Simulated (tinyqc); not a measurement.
# Convergence with the mesh in the empty well

In an empty well of width L and depth Vb, level k solves kw L/2 = (k - 1) pi/2 + arctan(sqrt((mw/mb)(Vb - E)/E)) with kw = sqrt(mw E/C), C = hbar^2/(2 m0). Mesh: N intervals across the well, hz = L/N, nodes at (i + 1/2) hz from an edge, mass (mw + mb)/2 on the interval that holds an interface, walls 3 L outside the edges; H_ii = C (1/m_(i-1/2) + 1/m_(i+1/2))/hz^2 + V_i, H_(i,i+1) = -C/(m_(i+1/2) hz^2). No field, no charge.

Parameters, values chosen for the exercise; material values close to those of GaN in AlGaN:
```
symbol  value  unit                       meaning
mw      0.201    m0      mass along z in the well
mb      0.257    m0  mass along z in the barriers
Vb      0.399    eV                barrier height
L        10.8    nm                    well width
```

Constants: q = 1.602176634e-19 C, hbar = 1.054571817e-34 J s, m0 = 9.1093837015e-31 kg, hbar^2/(2 m0) = 0.0380998212 eV nm^2. Results are converted to the units shown.

The same in every row: exact E1 (meV) = 12.241.

Result of one run:

| E1 on the mesh (meV) | error (%) |
|---|---|
| 12.123 | -0.966 |

Which number of intervals N gave this result: 4, 8, 32 or 64?

N = 32.

The whole series:

| N | E1 on the mesh (meV) | error (%) |
|---|---|---|
| 4 | 8.6519 | -29.3 |
| 8 | 10.805 | -11.7 |
| 16 | 11.799 | -3.61 |
| 32 | 12.123 | -0.966 |
| 64 | 12.211 | -0.246 |
| 128 | 12.234 | -0.0618 |

The error goes from -29 % to -0.062 %; between N = 32 and 64 it shrinks by a factor of 3.9, the 4 of a second-order scheme.

Program tinyqc, `OMP_NUM_THREADS=1 python tinyqc.py 2140033 2140034 out.jsonl`; Intel Xeon 2.30GHz, shared host, one thread, about 0.2 s.
